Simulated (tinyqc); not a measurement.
Inside a calculation. Model: Keating valence-force model of a tetrahedral crystal. Computed by tinyqc, a small Python program that keeps every step. Command: `OMP_NUM_THREADS=1 python tinyqc.py 3003431 3003432 out.jsonl keating walk`. One thread of a shared host (Intel(R) Xeon(R) Processor @ 2.30GHz), about 0.02 s of CPU time with the checks. Intermediate numbers are printed to about 6 digits and carried at full precision; extremes and crossings named in words are read from the listed rows.

Atom A sits at 0 and atom B at a/4 (1,1,1) of an fcc lattice; the four bonds from A are t = a/4 (1,1,1), a/4 (1,-1,-1), a/4 (-1,1,-1), a/4 (-1,-1,1), of length d = sqrt(3) a/4. Energy: E = (3 alpha/(8 d^2)) sum over bonds (r.r - d^2)^2 + (3 beta/(8 d^2)) sum over pairs of bonds at one atom (r_i.r_j + d^2/3)^2, with beta_A for the six pairs at A and beta_B for the six at B. The cell holds two atoms, Omega = a^3/4. 1 N/m = 1 J/m^2. With constants fitted to the elastic moduli this model puts optical and zone-boundary frequencies of real crystals too high, by up to about 20 % in elemental crystals and up to about 50 % in compounds, and mostly by more for TA modes; in compounds the lattice part of the static dielectric constant then comes out too low.

Inputs (values chosen for the exercise, modelled on cubic gallium nitride):
```
quantity                value      unit
lattice constant a       4.52  angstrom
mass M_A                69.72         u
mass M_B               14.007         u
bond stretching alpha      84       N/m
bond bending beta_A      17.6       N/m
bond bending beta_B      20.6       N/m
Born charge Z*           2.66         e
eps_inf                  5.23         -
mesh divisions n            4         -
temperature T             900         K
```

Structure: zinc blende.

wave vector q (2 pi/a): 0.16  0.19  0.15

Constants: 1 eV/angstrom^2 = 16.02176634 J/m^2; nu for 1 eV/(angstrom^2 u) = 15.6333042 THz; 1 THz = 33.35640952 1/cm; e^2/(4 pi eps_0) = 14.39964548 eV angstrom; u = 1.6605390666e-27 kg; h x 1 THz = 4.135667696 meV; k_B = 8.617333262e-05 eV/K.

## Dynamical matrix at q

With displacements u exp(i q.r), each bracket changes by g.u, where g = (g_A, g_B): bond t, g = (-2 t, 2 t exp(i q.t)); pair (i, j) at A, g = (-(t_i + t_j), t_i exp(i q.t_j) + t_j exp(i q.t_i)); pair at B, g = (-t_i exp(-i q.t_j) - t_j exp(-i q.t_i), t_i + t_j). Then D_mn = sum over the 4 bonds and 12 pairs of (4 k/a^2) conj(g_m) g_n / sqrt(M_m M_n), with k = alpha or beta converted to eV/angstrom^2. Only the short-range forces enter; the Coulomb field of the charges is left out.

D(q) (eV/(angstrom^2 u)):
```
                   A x                A y                A z                B x
A x            0.37346   0.00499-0.00041i   0.00403+0.00015i  -0.74146+0.01406i
A y   0.00499+0.00041i            0.37508   0.00471+0.00057i   0.03687-0.11205i
A z   0.00403-0.00015i   0.00471-0.00057i            0.37301   0.02877-0.14359i
B x  -0.74146-0.01406i   0.03687+0.11205i   0.02877+0.14359i            1.85580
B y   0.03687+0.11205i  -0.74146-0.01406i   0.03447+0.11984i   0.02124-0.00175i
B z   0.02877+0.14359i   0.03447+0.11984i  -0.74146-0.01406i   0.01715+0.00065i

                   B y                B z
A x   0.03687-0.11205i   0.02877-0.14359i
A y  -0.74146+0.01406i   0.03447-0.11984i
A z   0.03447-0.11984i  -0.74146+0.01406i
B x   0.02124+0.00175i   0.01715-0.00065i
B y            1.86268   0.02001-0.00242i
B z   0.02001+0.00242i            1.85389
```

## Frequencies at q

Diagonalise the Hermitian matrix D. An eigenvalue lambda of D in eV/(angstrom^2 u) gives nu = 15.6333042 THz x sqrt(lambda). The weight on A is the sum of |e|^2 over the three components of atom A.

frequencies (THz): 2.5019  2.6036  4.9168  23.0660  23.0799  23.1097

weights on atom A: 0.840610  0.841284  0.863506  0.148594  0.157733  0.148273

The top mode has 15 % of its weight on A, the heavier atom.

## Elastic constants and internal strain

beta = (beta_A + beta_B)/2; C11 = (alpha + 3 beta)/a, C12 = (alpha - beta)/a, C44 = 4 alpha beta/(a (alpha + beta)); with the two sublattices clamped C44(0) = (alpha + beta)/a; internal-strain parameter zeta = (alpha - beta)/(alpha + beta); B = (C11 + 2 C12)/3.

C11 = 312.611 GPa

C12 = 143.584 GPa

C44 = 137.713 GPa

clamped C44(0) = 228.097 GPa

internal-strain parameter zeta = 0.629486

bulk modulus B = 199.926 GPa

Letting the sublattices shift lowers C44 by 40 %, which is zeta^2. A shear is shared between bond lengths and angles. The model fixes 2 C44 (C11 + C12)/((C11 - C12)(C11 + 3 C12)) = 1.000 whatever alpha and beta are.

## Optical mode at the zone centre

beta = (beta_A + beta_B)/2; mu = M_A M_B/(M_A + M_B); lambda = 4 (alpha + beta)/mu with the springs in eV/angstrom^2; nu = 15.6333042 THz x sqrt(lambda).

reduced mass mu = 11.6637 u

nu_TO at G = 23.2240 THz

the same as a wavenumber = 774.668 1/cm

## LO-TO splitting

The long-range field adds 4 pi Z*^2 (e^2/(4 pi eps_0))/(eps_inf Omega mu) to lambda for the longitudinal mode at q -> 0; lambda = (nu/15.6333042 THz)^2; eps_0 = eps_inf (nu_LO/nu_TO)^2 (Lyddane-Sachs-Teller; here eps_0 is the static dielectric constant).

nu_LO at G = 27.5961 THz

static dielectric constant = 7.38457

The splitting is 18.8 % of nu_TO, and the lattice adds 2.15 to the dielectric constant.

## Frequencies at the zone boundary

The formulas are those given above.

Frequencies (THz) at points given in 2 pi/a:
```
point                 nu 1     nu 2     nu 3     nu 4     nu 5     nu 6
X (1, 0, 0)        7.07089  7.07089  10.4048  22.1214  22.1214  22.9301
L (0.5, 0.5, 0.5)  5.15450  5.15450  10.1031  22.5456  22.6447  22.6447
W (1, 0.5, 0)      7.48639  8.14319   9.4990  21.1925  22.1601  23.6638
K (0.75, 0.75, 0)  6.59701  8.30572   9.7231  21.3268  22.2673  23.5163
```

At X the two longitudinal modes are split (10.40 and 22.93 THz) because each moves one sublattice alone.

## Lowest frequency at X

Take the lowest frequency at X = (1, 0, 0) 2 pi/a, the transverse acoustic (TA) mode.

TA frequency at X = 7.07089 THz

## Transverse acoustic branch against its sound line

The sound line is nu = v q/(2 pi) with v = sqrt(C44/rho), rho = (M_A + M_B)/Omega; the clamped line uses C44(0).

Frequencies (THz) along G-X; columns: (1) q (2 pi/a); (2) lowest branch; (3) sound line, relaxed C44; (4) sound line, clamped C44(0); (5) third-lowest frequency; (6) highest frequency:
```
(1)       (2)      (3)      (4)      (5)      (6)
0.05  0.52857   0.5290   0.6808   0.7963  23.2229
0.15  1.57593   1.5869   2.0424   2.3715  23.2140
0.30  3.08505   3.1739   4.0847   4.6268  23.1832
0.45  4.45700   4.7608   6.1271   6.6514  23.1312
0.60  5.61551   6.3478   8.1695   8.3342  23.0624
0.75  6.47984   7.9347  10.2118   9.5702  22.9912
0.90  6.97416   9.5216  12.2542  10.2688  22.9409
1.00  7.07089  10.5796  13.6158  10.4048  22.9301
```

At small q the branch follows the relaxed line (0.999 of it, against 0.776 of the clamped one): in a long shear wave the sublattices shift against each other. At X it reaches 67 % of the relaxed line. Real tetrahedral semiconductors have flatter TA branches than a Keating model fitted to their elastic constants, which needs longer-ranged terms to mend.

## Thermal sums on a mesh

Mesh: q = sum_i (m_i + 1/2)/n b_i, m_i = 0..n-1, with b = [[-1, 1, 1], [1, -1, 1], [1, 1, -1]] in 2 pi/a; sums over the six modes are averaged over the n^3 points and halved, per atom. With x = h nu/(k_B T) and n = 1/(exp(x) - 1) for each mode: F = k_B T [x/2 + ln(1 - exp(-x))], U = k_B T x (n + 1/2), S/k_B = x n - ln(1 - exp(-x)), C/k_B = x^2 n (n + 1). The acoustic share counts the three lowest modes at each q; zero-point energy = sum h nu/2.

free energy F = -91.7142 meV/atom

entropy S = 4.37836 k_B/atom

heat capacity C = 2.81256 k_B/atom

acoustic share of C = 0.526816

zero-point energy = 91.6242 meV/atom

C is 94 % of the classical value; acoustic and optical modes carry nearly equal shares.

Checks made by the program: slopes of the acoustic branches along [110] against C11, C12 and the relaxed C44 (relative difference 1e-06); zone-centre optical mode against D(q = 0) (relative difference below 1e-10); longitudinal modes at X against the diagonal of D (relative difference below 1e-10).
